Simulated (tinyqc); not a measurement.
# Read current of a NAND string, cells in series solved by shooting: two studies

Cells in series, numbered from 0 at the source line (0 V) to the bit line, each followed by a gap resistance Rg. A cell with gate Vg, threshold VT, source Vs and drain Vd passes I = 2 nf K Vt^2 [F(Vs) - F(Vd)]/(1 + th max(Vg - VT, 0)), F(V) = ln^2(1 + exp((Vg - VT - nf V)/(2 nf Vt))). The selected cell has Vg = Vr, the others Vg = Vp.

Parameters, values chosen for the exercise; values of the order met in vertical NAND strings:

| symbol | value | unit | meaning |
|---|---|---|---|
| T | 300 | K | temperature |
| K | 3.5 | uA/V^2 | gain factor of a cell |
| nf | 1.5 |  | slope factor |
| th | 0.15 | 1/V | mobility reduction factor |
| Rg | 2.7 | kohm | resistance of the gap between cells |
| Vbl | 0.7 | V | bit-line voltage |
| Vp | 5.6 | V | pass voltage |
| Ve | -1.7 | V | threshold of an erased cell |
| Vh | 4.3 | V | threshold of the highest state |
| Vx | 1.4 | V | threshold of the selected cell |
| Is | 10 | nA | sensing current |
| Vr | 2.68 | V | read voltage on the selected word line |

Constants: q = 1.602176634e-19 C, kB = 1.380649e-23 J/K, Vt = kB T/q. Results are converted to the units shown.

Each table varies one quantity; the others keep the values above.

## Read current against the number of cells

For a trial current I start at 0 V and, cell by cell, solve for the drain: sqrt(F(Vd)) = sqrt(F(Vs) - I/k), k = 2 nf K Vt^2/(1 + th max(Vg - VT, 0)), Vd = [Vg - VT - 2 nf Vt ln(exp(sqrt F) - 1)]/nf, then add I Rg. The string current is the I for which the last node reaches Vbl. The apparent threshold is the Vr at which I = Is. Background: all other cells erased (VT = Ve) or all in the highest state (VT = Vh); ratio and shift are high over erased and high minus erased. The selected cell is in the middle, cell n/2.

Read current against the number of cells:
```
n	I, others erased (uA)	I, others high (uA)	ratio	apparent VT, erased (V)	apparent VT, high (V)	background shift (mV)
8	0.6333	0.1966	0.3105	1.470	1.481	11.04
16	0.3839	0.09842	0.2563	1.475	1.498	22.29
32	0.2138	0.04924	0.2303	1.486	1.531	45.40
64	0.1132	0.02462	0.2175	1.506	1.601	94.38
96	0.07695	0.01642	0.2133	1.527	1.675	147.7
128	0.05829	0.01231	0.2113	1.548	1.757	208.8
```

Read the table: what changes, and by how much?

With erased neighbours the current falls from 0.633 to 0.0583 uA, as n^(-0.72) between the first two rows and n^(-0.97) between the last two (-1 once the series resistance rules). The ratio falls from 0.310 to 0.211 and the background shift rises from 11.0 to 209 mV.

## Effect of the bit-line voltage

Same model as above.

The string has 32 cells and the selected one is cell 16.

Effect of the bit-line voltage:
```
Vbl (V)	I, others erased (uA)	I, others high (uA)	ratio	apparent VT, erased (V)	apparent VT, high (V)	background shift (mV)
0.1	0.03404	0.01110	0.3261	1.497	1.717	220.3
0.2	0.06703	0.02085	0.3111	1.486	1.534	48.43
0.3	0.09892	0.02925	0.2957	1.486	1.531	45.50
0.4	0.1296	0.03630	0.2800	1.486	1.531	45.40
0.5	0.1591	0.04199	0.2639	1.486	1.531	45.40
0.6	0.1872	0.04631	0.2473	1.486	1.531	45.40
0.7	0.2138	0.04924	0.2303	1.486	1.531	45.40
0.8	0.2388	0.05076	0.2126	1.486	1.531	45.40
```

What does the comparison show?

As Vbl goes from 0.1 to 0.8 V, the current with erased neighbours rises from 0.0340 to 0.239 uA, that with high neighbours rises from 0.0111 to 0.0508 uA and the ratio falls from 0.326 to 0.213. The background shift falls from 220 to 45.4 mV.

Computed by the program tinyqc: `OMP_NUM_THREADS=1 python tinyqc.py 2142226 2142227 out.jsonl`, one thread of a shared Intel Xeon 2.30GHz, about 0.5 s for the whole run.
